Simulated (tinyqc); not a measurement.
Comparisons within one model: strained quantum well: band edges, subbands and transparency. A value that a table varies takes the place of the one given here.

Growth on (001), barriers unstrained: tr(e) = e (2 - nu2), Z = b e (1 + nu2); Ec = Ev + Eg + ac tr(e), E_HH = Ev + av tr(e) + Z, E_LH = Ev + av tr(e) - Z (coupling to the split-off band left out).

Masses along z: me, 1/(g1 - 2 g2) for HH, 1/(g1 + 2 g2) for LH, likewise in the barrier; in the plane me, 1/(g1 + g2) for HH and 1/(g1 - g2) for LH (no mixing, which understates the hole masses away from k = 0). Level n solves k L + 2 atan[(k/m)/(kappa/mb)] = n pi, k = sqrt(m E/c), kappa = sqrt(mb (V - E)/c), c = hbar^2/2m0.

Transparency (Bernard-Duraffourg): Fc - Fv equals the lowest transition energy with n = p, n = sum m/(2 pi c) kB T ln(1 + exp((Fc - E)/kB T)) and p likewise over the listed subbands; c = hbar^2/2m0, 1/angstrom^2 = 1e16/cm^2.

Constants: hbar^2/2m0 = 3.80998211 eV angstrom^2; kB = 8.617333262e-05 eV/K; hc = 1239.841984 eV nm.

Inputs chosen for the exercise (near those of an InGaAs/AlGaAs well; shifted at random, so the results belong to these values and not to a real crystal):
```
symbol  value                                                    unit      meaning
nu2     0.94                                                               2 C12/C11
Eg      1.259                                                    eV        unstrained gap of the well
Ev      -0.777                                                   eV        its valence edge
ac      -6.94                                                    eV
av      1.14                                                     eV        Ev moves by av tr(e)
b       -1.98                                                    eV        shear potential
Egb     1.669                                                    eV        gap of the barrier
Evb     -0.905                                                   eV        its valence edge
L       44                                                       angstrom  well width
me      0.0616                                                   m0        electron mass
g1      8.41                                                               gamma1
g2      2.77                                                               gamma2
meb     0.084                                                    m0
g1b     6.3
g2b     1.8
T       250                                                      K         temperature
es      (-0.02, -0.014, -0.008, -0.003, 0, 0.003, 0.007, 0.012)            strains
e       -0.0078                                                            strain in the plane
Ls      (25, 35, 50, 65, 85, 110, 150)                           angstrom  widths
```

## Strain as a design knob

Only the strain is changed; the unstrained gap and the masses are kept.

Results:
```
e (%)  wavelength (nm)  top hole  hh1 - lh1 (meV)  n_tr (1e12/cm^2)  share in top
-2.0               856       hh1              145             0.468          0.97
-1.4               866       hh1              115             0.471          0.96
-0.8               879       hh1               81             0.481          0.91
-0.3               890       hh1               51             0.515          0.78
0.0                897       hh1               33             0.564          0.64
0.3                904       hh1               14             0.649          0.46
0.7                922       lh1              -11             0.704          0.75
1.2                959       lh1              -43             0.646          0.92
```

How do the results move?

n_tr is largest at e = +0.7 % (0.70), where hh1 - lh1 = -11 meV and the top subband holds 75 % of the holes, and smallest, 0.47, at -2.0 and -1.4 %. The top hole level turns from hh to lh, and the light from TE to TM, between +0.3 and +0.7 %. The wavelength runs from 856 to 959 nm.

## Width of the well

All levels anew.

Results:
```
L (angstrom)  wavelength (nm)  top hole  hh1 - lh1 (meV)  n_tr (1e12/cm^2)  share in top  n_tr/L (1e18/cm^3)
25                        832       hh1               71             0.481          0.91                1.92
35                        860       hh1               78             0.479          0.92                1.37
50                        889       hh1               80             0.487          0.89                0.97
65                        907       hh1               78             0.507          0.81                0.78
85                        921       hh1               75             0.542          0.71                0.64
110                       932       hh1               72             0.595          0.60                0.54
150                       942       hh1               68             0.702          0.47                0.47
```

How do the results move?

The wavelength tunes by 110 nm. The sheet density at transparency changes from 0.48 to 0.70, the top hole subband holding 0.91 and 0.47 of the holes at the ends, while the volume density falls by a factor 4.1. Critical thickness and carrier escape are left out.

## What each parameter does

Edge wavelength, hh1 - lh1 and n_tr. Each row changes one parameter from the base and keeps the others.

Results:
```
case             wavelength (nm)  hh1 - lh1 (meV)  n_tr (1e12/cm^2)
base                       879.0             79.9             0.482
L = 36 angstrom            862.7             78.7             0.479
e = -0.0098                874.8             91.5             0.476
Eg = 1.239 eV              889.3             79.9             0.482
b = -2.28 eV               881.7             87.2             0.478
ac = -6.25 eV              881.9             79.9             0.482
me = 0.0678 m0             880.1             79.9             0.508
g1 = 8.91                  877.8             78.2             0.471
T = 290 K                  879.0             79.9             0.574
```

What does this show?

The largest shifts from the base row, up to three for each result and ties (the steps differ in size, so this ranks the rows, not the parameters). wavelength (nm): L -16.3, Eg +10.3, e -4.2; unchanged at the printed digits by T. hh1 - lh1 (meV): e +11.6, b +7.3, g1 -1.8; unchanged at the printed digits by Eg, ac, me and T. n_tr (1e12/cm^2): T +0.092, me +0.026, g1 -0.011; unchanged at the printed digits by Eg and ac.

(tinyqc, `OMP_NUM_THREADS=1 python tinyqc.py 1251888 1251889 out.jsonl`, Intel(R) Xeon(R) Processor @ 2.30GHz, 1 thread, shared host, about 0.01 s.)
